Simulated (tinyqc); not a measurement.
Leakage through a gate insulator: direct, Fowler-Nordheim, trap-assisted and Poole-Frenkel currents: one step, computed by the program tinyqc. Command: `OMP_NUM_THREADS=1 python tinyqc.py 3018086 3018087 out.jsonl oxideleak walk`. One thread of a shared host (Intel(R) Xeon(R) Processor @ 2.30GHz), about 0.01 s of CPU time with the checks.

Electrons enter from the cathode Fermi level at x = 0; the conduction band of the insulator lies phi_b - e F x above it, F = V/t. WKB exponents use a parabolic band with mass m.

Question. One trap at several depths. For a level a distance phi(x) below the band, the WKB exponent is 2 int kappa dx with kappa = sqrt(m phi/(hbar^2/2m_0)); for a linear barrier from phi_1 down to phi_2 = max(phi_1 - e F d, 0) it is G = (4/3) sqrt(m/(hbar^2/2m_0)) (phi_1^(3/2) - phi_2^(3/2))/(e F). A trap at depth x lies phi_t below the band. Capture: tunnel at the cathode Fermi level from 0 to x (G_in from phi_1 = phi_b), rate nu_0 exp(-G_in - E_c/k_B T) with E_c = E_a + max(phi_b - phi_t - e F x, 0), the last term being the height of the trap above the cathode Fermi level. Emission: tunnel from the trap level to the anode (G_out from phi_1 = phi_t over t - x), rate nu_0 exp(-G_out - E_a/k_B T). Re-emission to the cathode follows from detailed balance, rate_back = rate_in exp(dE/k_B T) with dE = phi_b - phi_t - e F x. Each trap passes R = rate_in rate_out/(rate_in + rate_back + rate_out) electrons per second; filling from the anode is left out. Depths: t times 0.08, 0.2, 0.32, 0.44, 0.56, 0.68, 0.8 and 0.92, rounded to 0.01 nm.

Inputs (values chosen for the exercise, with an insulator like SiO2):
```
quantity,value,unit
thickness t,2.2,nm
barrier phi_b,3.1,eV
tunnelling mass m,0.39,m_0
voltage across the insulator V,1.4,V
trap depth phi_t,2.5,eV
attempt rate nu_0,5e+12,1/s
activation of capture E_a,0.16,eV
temperature T,450,K
```

Constants: k_B = 8.617333262e-05 eV/K; hbar^2/(2 m_0) = 3.80998212 eV angstrom^2.

Give: Rates.

Answer.

Rates:
```
x (nm),G_in,G_out,E_c (eV),rate in (1/s),rate back (1/s),rate out (1/s),R (1/s)
0.18,2.01,17.53,0.6455,3.960e+04,1.083e+10,1.976e+03,7.228e-03
0.44,4.84,15.63,0.4800,1.658e+05,6.361e+08,1.314e+04,3.426e+00
0.70,7.60,13.62,0.3145,7.540e+05,4.057e+07,9.828e+04,1.789e+03
0.97,10.36,11.41,0.1600,2.545e+06,1.630e+06,8.927e+05,4.483e+05
1.23,12.94,9.18,0.1600,1.934e+05,1.738e+03,8.317e+06,1.889e+05
1.50,15.52,6.76,0.1600,1.464e+04,1.566e+00,9.390e+07,1.464e+04
1.76,17.91,4.32,0.1600,1.343e+03,2.015e-03,1.069e+09,1.343e+03
2.02,20.20,1.80,0.1600,1.358e+02,2.858e-06,1.334e+10,1.358e+02
```

The most effective of these traps sits at 0.97 nm, 44 % of the way; where rate back exceeds rate out, re-emission drains the trap, and elsewhere the slower forward step limits R.
